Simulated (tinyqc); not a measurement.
Deep level with several charge states, and Shockley-Read-Hall recombination, step by step. Values are carried at full precision from step to step, so a last printed digit may differ when a step is redone from the rounded ones.

Energies from Ev. The defect has charge states +1, 0, -1 with weights 1, gm exp((EF - E1)/kT), exp((2 EF - E1 - E2)/kT); the shares are the weights over their sum. Boltzmann carriers: n = Nc exp((EF - Eg)/kT), p = Nv exp(-EF/kT). Neutrality: p - n + Nd + Nt <q> = 0.

Constants: kB = 8.617333262e-05 eV/K.

Parameters, chosen for this exercise (gap and densities of states near those of Ge at this temperature; the results hold for these values, not for the real material):
- Eg = 0.664 eV (gap)
- Nc = 1.03e+19 1/cm^3 (conduction-band density of states)
- Nv = 4.98e+18 1/cm^3 (valence-band density of states)
- T = 300 K
- E1 = 0.321 eV (level (+1/0) above Ev)
- E2 = 0.448 eV (level (0/-1) above Ev)
- gm = 2 (degeneracy of the middle state, the others 1)
- Nt = 5.9e+13 1/cm^3 (defects)
- Nd = 1.9e+14 1/cm^3 (ionised shallow donors minus acceptors)
- E_try = 0.305 eV (trial Fermi level)
- Et = 0.448 eV (recombination level above Ev)
- sn = 2.4e-15 cm^2 (electron capture cross-section)
- sp_ = 1.8e-15 cm^2 (hole capture cross-section)
- vth = 14000000 cm/s (thermal velocity, both carriers)
- Nm = 1.5e+15 1/cm^3 (equilibrium electrons for the lifetime steps)
- dn = 7.7e+12 1/cm^3 (excess pairs)

## Charge states at a trial Fermi level

Form the exponents, the shares, the mean charge and the residual of neutrality at EF = E_try.

exponents of the second and third weights: -0.619  -6.150

shares: +1 0.4810, 0 0.5180, -1 0.0010

<q> = 0.4799

n, p (1/cm^3): 9.59e+12  3.75e+13

residual = 2.46e+14 1/cm^3

The residual is positive, so EF must rise.

## The neutral state

Solve for EF.

EF = 0.3825 eV

shares at EF: +1 0.043, 0 0.921, -1 0.037

n = 1.92e+14 1/cm^3
p = 1.87e+12 1/cm^3

Without the defects the majority density would be 1.92e+14 1/cm^3; with them the density of these carriers is 1.92e+14, nearly the same. Most defects are in the state 0.

## Recombination through one level

One level at Et with degeneracy 1: tn = 1/(sn vth Nt), tp = 1/(sp_ vth Nt), n1 = Nc exp((Et - Eg)/kT), p1 = Nv exp(-Et/kT), ni^2 = n1 p1. Equilibrium n0 = Nm, p0 = ni^2/Nm; n = n0 + dn, p = p0 + dn. U = (n p - ni^2)/(tp (n + n1) + tn (p + p1)), lifetime dn/U; emission rates en = sn vth n1, ep = sp_ vth p1.

Evaluate each quantity.

tn, tp (microsecond): 0.5044  0.6726

n1, p1 (1/cm^3): 2.42e+15  1.48e+11

U = 4.39e+18 1/(cm^3 s)
lifetime = 1.76 microsecond

The lifetime is 2.610 times the minority capture time tp and 1.49 times tn + tp, the limit of high injection.

## Emission and generation in a depleted region

With n = p = 0 the level generates pairs at G = Nt en ep/(en + ep); generation lifetime tg = ni/G; current density e G W for a width W = 1 micrometre, e = 1.602176634e-19 C.

en, ep (1/s): 8.14e+07  3.74e+03

G = 2.20e+17 1/(cm^3 s)
tg = 86.0 microsecond
current density = 3.53e-06 A/cm^2

The slower step, hole emission, limits the rate: en/ep = 2.18e+04.

## Checks

- U against hole capture minus emission at the steady occupation of the level (1/(cm^3 s)): both 4.386e+18.

Program tinyqc; command `OMP_NUM_THREADS=1 python tinyqc.py 1682093 1682094 out.jsonl`; about 0.01 s on one thread of a shared Intel(R) Xeon(R) Processor @ 2.30GHz.
